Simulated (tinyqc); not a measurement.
What each parameter does: defect-molecule model of a vacancy with Jahn-Teller distortion.

Four dangling hybrids a, b, c, d point into the vacancy: H_ii = E0, and -gm between any two. A tetragonal distortion Q pairs a with b and c with d: those two couplings become -gm - I Q and the other four -gm + I Q/2, at an elastic cost k Q^2/2. The a1 level holds two electrons; charge states 2+, + and 0 put n = 0, 1, 2 more into the lowest level of t2 origin. Energy from the 2+ state at Q = 0, with the Fermi level mu counted from Ev: W_n(Q) = n (et - 2 I Q) + k Q^2/2 + Uc n (n - 1)/2 - n mu. et = E0 + gm is the undistorted t2 level.

Values chosen for the exercise (of the size used for the vacancy in silicon; the results hold for these values, not for the real material): E0 = -0.09 eV (level of a dangling hybrid, from Ev); gm = 0.35 eV (coupling between two dangling hybrids); I = 0.93 eV/angstrom (Jahn-Teller coupling); k = 12.2 eV/angstrom^2 (force constant of the mode); Uc = 0.23 eV (repulsion of two electrons in one orbital).

E_JT = 2 I^2/k, E(2+/+) = et - E_JT, E(+/0) = et - 3 E_JT + Uc, U_eff = E(+/0) - E(2+/+); a1 level E0 - 3 gm. Each row changes one parameter from the base and keeps the others.

Results:

| case | (2+/+) (eV) | (+/0) (eV) | U_eff (eV) | a1 (eV) |
|---|---|---|---|---|
| base | 0.1182 | 0.0646 | -0.0536 | -1.1400 |
| E0 = -0.04 eV | 0.1682 | 0.1146 | -0.0536 | -1.0900 |
| gm = 0.39 eV | 0.1582 | 0.1046 | -0.0536 | -1.2600 |
| I = 1.023 eV/angstrom | 0.0884 | -0.0247 | -0.1131 | -1.1400 |
| k = 13.42 eV/angstrom^2 | 0.1311 | 0.1033 | -0.0278 | -1.1400 |
| Uc = 0.29 eV | 0.1182 | 0.1246 | 0.0064 | -1.1400 |

The largest shifts from the base row, up to three for each result and ties (the steps differ in size, so this ranks the rows, not the parameters). (2+/+) (eV): E0 +0.0500, gm +0.0400, I -0.0298; unchanged at the printed digits by Uc. (+/0) (eV): I -0.0893, Uc +0.0600, E0 +0.0500. U_eff (eV): Uc +0.0600, I -0.0596, k +0.0258; unchanged at the printed digits by E0 and gm. a1 (eV): gm -0.1200, E0 +0.0500; unchanged at the printed digits by I, k and Uc. E0 and gm move both levels alike, so U_eff depends on I, k and Uc alone.

Computed by tinyqc, a small Python program: `OMP_NUM_THREADS=1 python tinyqc.py 1481520 1481521 out.jsonl` (the numbers bound the seed that draws the inputs); one thread of a shared host (Intel(R) Xeon(R) Processor @ 2.30GHz), about 0.01 s for the whole set of steps.
